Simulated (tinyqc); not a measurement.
# p-type polysilicon, carrier trapping at grain boundaries: effect of the grain size

One-dimensional grains of size Lg, uniform ionised doping N, monovalent traps Qt at each boundary at a depth Et below (for electrons) or above (for holes) the band edge there, abrupt depletion of width W on each side of a boundary, Boltzmann statistics. xi is the distance from the band edge at the grain centre to the Fermi level. Trapped charge Qt/(1 + exp((xi + VB - Et)/Vt)) = 2 N W, barrier VB = q N W^2/(2 eps0 eps_r).

If the trap equation with xi = Vt ln(NB/N) has a root W < Lg/2, the grain is partly depleted; otherwise W = Lg/2 and the trap equation gives xi = Et - VB + Vt ln(Qt/(N Lg) - 1). N* = Qt/Lg. n0 = NB exp(-xi/Vt); mean density n0 (1 - 2 W/Lg) by charge balance in a partly depleted grain, and n0 (sqrt(pi)/2) erf(u)/u with u = sqrt(VB/Vt) in a fully depleted one; v = sqrt(kB T/(2 pi ms m0)); barrier resistivity Vt exp(VB/Vt)/(q fe n0 v Lg); grain resistivity (1 - 2 W/Lg)/(q n0 mug); effective mobility 1/(q mean density total resistivity). Rows with xi above 0.45 V, towards mid-gap, are left out, since the other carrier type is ignored.

Values chosen for this exercise; values of the order met in polycrystalline silicon: temperature T = 400 K; relative permittivity eps_r = 11.7; valence-band density of states at T NB = 4.08e19 cm^-3; trap density of a grain boundary Qt = 1.5e12 cm^-2; depth of the trap level from the majority band edge at the boundary Et = 0.39 eV; mass for thermionic emission ms = 0.29 m0; correction factor of the emission rate fe = 0.5; mobility inside the grains mug = 53 cm^2/(V s); doping N = 5.2e16 cm^-3.

Constants: q = 1.602176634e-19 C, kB = 1.380649e-23 J/K, m0 = 9.1093837015e-31 kg, Vt = kB T/q, eps0 = 8.8541878128e-14 F/cm where lengths are in cm. Results are converted to the units shown.

Effect of the grain size:
columns A: Lg (nm); B: N/N*; C: depleted share 2 W/Lg; D: VB (V); E: xi (V); F: mean density (cm^-3); G: resistivity (ohm cm); H: effective mobility (cm^2/(V s))
```
A          B        C         D        E          F       G       H
53   0.18373   1.0000  0.028238  0.41316  1.9891e14  125.66  249.70
94   0.32587   1.0000  0.088827  0.32623  1.7066e15  32.993  110.85
160  0.55467  0.80680   0.16752  0.22974  1.0046e16  12.005  51.751
290   1.0053  0.44513   0.16752  0.22974  2.8853e16  7.6387  28.319
500   1.7333  0.25818   0.16752  0.22974  3.8575e16  5.3816  30.066
```

As Lg goes from 53 to 500, VB rises from 0.0282 to 0.168 V, the resistivity falls from 126 to 5.38 ohm cm and the effective mobility goes from 250 through a minimum of 28.3 (at Lg = 290 among the rows listed) to 30.1 cm^2/(V s). For Lg = 53 VB is below Vt, where abrupt depletion and thermionic emission are rough. For Lg = 160 the grain is near the changeover between partial and full depletion, within a few Debye lengths, where both limits are rough. For Lg = 53, 94 the effective mobility exceeds mug, since drift through the depleted part of the grain is left out.

tinyqc, about 0.01 s, one thread, Intel Xeon 2.30GHz (shared host): `OMP_NUM_THREADS=1 python tinyqc.py 2830295 2830296 out.jsonl`
